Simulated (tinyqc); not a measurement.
# Worked calculation: square on-chip spiral inductor, lumped pi model

Program tinyqc, `OMP_NUM_THREADS=1 python tinyqc.py 2302195 2302196 out.jsonl`; Intel Xeon 2.30GHz, shared host, one thread, about 0.01 s. Printed values are rounded.

Outer diameter do = di + 2 n wd + 2 (n - 1) sp, mean da = (do + di)/2, fill p = (do - di)/(do + di), length l = 4 n da. L = 2.34 mu0 n^2 da/(1 + 2.75 p), mu0 = 4 pi 1e-7 H/m. Rs = rho l/(wd delta (1 - exp(-th/delta))), delta = sqrt(rho/(pi f mu0)). Cs = n wd^2 eps0 eo/hu across the coil. At each end Cox = l wd eps0 eo/(2 ho) leads to the substrate branch Rsi = 2 rs he/(l wd) in parallel with Csi = l wd eps0 11.7/(2 he). With one end grounded Y = 1/(Rs + i w L) + i w Cs + 1/[1/(i w Cox) + 1/(1/Rsi + i w Csi)], w = 2 pi f; Q = -Im Y/Re Y. Eddy currents in neighbouring turns and in the substrate are left out.

Parameters, values chosen for the exercise; values of the order met in silicon radio-frequency processes:
- n = 5.5 (number of turns)
- wd = 10 um (line width)
- sp = 3 um (space between turns)
- di = 40 um (inner diameter)
- th = 2 um (metal thickness)
- rho = 2.2 uohm cm (metal resistivity)
- ho = 5.9 um (oxide below the coil)
- hu = 1.1 um (oxide between coil and underpass)
- eo = 3.9 (relative permittivity of the oxide)
- rs = 10 ohm cm (substrate resistivity)
- he = 80 um (effective spreading depth in the substrate)
- f = 1.3 GHz (frequency)

Constants: eps0 = 8.8541878128e-12 F/m. Results are converted to the units shown.

## Geometry and model elements

do, l, L, delta, Rs, Cs, Cox, Rsi and Csi as defined.

do = 177 um
l = 2387 um
L = 3.52726 nH
delta = 2.07043 um
Rs = 4.09496 ohm
Cs = 17.2657 fF
Cox = 69.8528 fF
Rsi = 670.297 ohm
Csi = 15.4549 fF

Rs is 1.56 times the direct-current value in this empirical form, which overstates the skin effect of a flat slab when delta is near th and so stands in for some current crowding.

## Admittance, quality factor and apparent inductance

Series branch 1/(Rs + i w L), substrate branch, total Y, Q = -Im Y/Re Y, apparent inductance Im(1/Y)/w, metal-only value w L/Rs, share of the loss in the substrate Re(substrate branch)/Re Y.

series branch = 4.8355-34.0215i mS
substrate branch = 0.179135+0.486899i mS
Y = 5.0147-33.3936i mS
Q = 6.65920
apparent inductance = 3.58533 nH
w L/Rs = 7.03575
share of the loss in the substrate = 3.57222 %

Q is 94.6 % of the metal-only value.
